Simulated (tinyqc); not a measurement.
# Free and trapped electrons in a MOS channel with a dense trap tail: effects of single changes

p-type body, charge-sheet picture, full ionisation (an idealisation for deep acceptors), Boltzmann statistics for free electrons. e = Ec - EF at the surface. Acceptor-like traps of density D(E) = D0 + De exp(-E/Ew) at depth E below Ec, from 0 to Eu, hold n_t = integral of D(E)/(1 + exp((e - E)/Vt)). psi = Eg - Vt ln(Nv/Na) - e; N_dep = sqrt(2 eps0 eps_r Na (psi - Vt)/q); n_f = sqrt(N_dep^2 + 2 eps0 eps_r Vt Nc exp(-e/Vt)/q) - N_dep; Vg = Vfb + psi + q (N_dep + n_t + n_f)/Cox, Cox = eps0 eox/tox.

Inputs (values chosen for the exercise); band and dielectric values close to those of 4H silicon carbide: temperature T = 300 K; band gap Eg = 3.31 eV; relative permittivity eps_r = 9.78; conduction-band density of states at T Nc = 1.72e19 cm^-3; valence-band density of states at T Nv = 2.45e19 cm^-3; relative permittivity of the insulator eox = 3.9; insulator thickness tox = 31 nm; acceptor density Na = 3.2e15 cm^-3; flat-band voltage without trapped charge Vfb = -2.91 V; constant background density of acceptor-like traps D0 = 2.5e10 cm^-2 eV^-1; density of the tail at the conduction edge De = 5.4e12 cm^-2 eV^-1; decay energy of the tail Ew = 0.1 eV; depth below Ec down to which the traps reach Eu = 0.71 eV; mobility of free electrons mf = 150 cm^2/(V s).

Constants: q = 1.602176634e-19 C, kB = 1.380649e-23 J/K, Vt = kB T/q, eps0 = 8.8541878128e-14 F/cm where lengths are in cm. Results are converted to the units shown.

Each table varies one quantity; the others keep the values above.

## Free and trapped charge against gate voltage

Free share n_f/(n_f + n_t); swing ln 10 n_f/(dn_f/dVg); field-effect mobility mf q (dn_f/dVg)/Cox, for a constant mf; oxide field q (N_dep + n_t + n_f)/(eps0 eox).

Free and trapped charge against gate voltage:

| Vg (V) | e (eV) | n_f (cm^-2) | n_t (cm^-2) | free share (%) | swing (mV/decade) | field-effect mobility (cm^2/(V s)) | oxide field (MV/cm) |
|---|---|---|---|---|---|---|---|
| 0.2 | 0.4246 | 5.876e5 | 1.535e10 | 0.003829 | 74.36 | 0.003926 | 0.1470 |
| 0.8 | 0.1332 | 4.116e10 | 1.725e11 | 19.27 | 348.7 | 58.65 | 0.2466 |
| 1.4 | 0.07403 | 2.933e11 | 2.932e11 | 50.01 | 1339 | 108.8 | 0.4210 |
| 2 | 0.04698 | 6.182e11 | 3.651e11 | 62.87 | 2496 | 123.1 | 0.6059 |
| 2.6 | 0.02886 | 9.722e11 | 4.147e11 | 70.10 | 3689 | 130.9 | 0.7936 |
| 3.2 | 0.01512 | 1.344e12 | 4.498e11 | 74.92 | 4905 | 136.1 | 0.9827 |
| 3.8 | 0.004063 | 1.728e12 | 4.749e11 | 78.44 | 6145 | 139.7 | 1.173 |
| 4.4 | -0.005181 | 2.120e12 | 4.930e11 | 81.13 | 7407 | 142.2 | 1.363 |
| 5 | -0.01311 | 2.518e12 | 5.062e11 | 83.26 | 8690 | 143.9 | 1.554 |

Read the table: what changes, and by how much?

n_f reaches 1e11 cm^-2 at Vg = 0.976 V, against 0.664 V without traps. The free share rises from 0.00383 to 83.3 % and the field-effect mobility rises from 0.00393 to 144 cm^2/(V s), although mf = 150 is constant: in the last row 96.0 % of Cox dVg goes into free electrons. The swing in the first row is 74.4 mV a decade (Vt ln 10 = 59.5). For Vg = 2, 2.6, 3.2, 3.8, 4.4, 5 EF lies less than 2 Vt below the band edge, or above it, where degeneracy and confinement, left out, matter.

## Effect of the acceptor density

Vfb is held fixed. VT is the Vg for n_f = 1e11 cm^-2; swing ln 10 n_f/(dn_f/dVg) at n_f = 1e8 cm^-2; the last three columns are for Vg = VT + 2.5 V, with free share n_f/(n_f + n_t) and field-effect mobility mf q (dn_f/dVg)/Cox; there EF is near the band edge, where Boltzmann statistics are rough.

Effect of the acceptor density:

| Na (cm^-3) | e at VT (eV) | VT (V) | q n_t/Cox at VT (V) | swing (mV/decade) | n_f (cm^-2) | free share (%) | field-effect mobility (cm^2/(V s)) |
|---|---|---|---|---|---|---|---|
| 1e15 | 0.1205 | 0.6953 | 0.2784 | 89.31 | 1.502e12 | 76.85 | 136.8 |
| 2e15 | 0.1132 | 0.8468 | 0.2977 | 92.71 | 1.512e12 | 76.75 | 137.4 |
| 6e15 | 0.1007 | 1.193 | 0.3333 | 99.56 | 1.529e12 | 76.52 | 138.7 |
| 1e16 | 0.09462 | 1.417 | 0.3520 | 103.6 | 1.536e12 | 76.37 | 139.3 |
| 3e16 | 0.08115 | 2.111 | 0.3965 | 114.7 | 1.551e12 | 75.99 | 140.8 |
| 8e16 | 0.06880 | 3.110 | 0.4408 | 128.9 | 1.563e12 | 75.61 | 142.1 |
| 2e17 | 0.05710 | 4.573 | 0.4853 | 147.8 | 1.572e12 | 75.26 | 143.1 |
| 5e17 | 0.04529 | 6.853 | 0.5319 | 175.1 | 1.578e12 | 74.93 | 143.6 |

As Na goes from 1e15 to 5e17, VT rises from 0.695 to 6.85 V, its part due to traps rises from 0.278 to 0.532 V, the swing rises from 89.3 to 175 mV/decade and the field-effect mobility rises from 137 to 144 cm^2/(V s). Most of the rise of VT is depletion charge; the trap part grows since the same n_f needs EF nearer the band edge at heavier doping. For Na = 5e17 e is under 2 Vt already at VT, so VT too is rough.

tinyqc, about 0.02 s, one thread, Intel Xeon 2.30GHz (shared host): `OMP_NUM_THREADS=1 python tinyqc.py 2222145 2222146 out.jsonl`
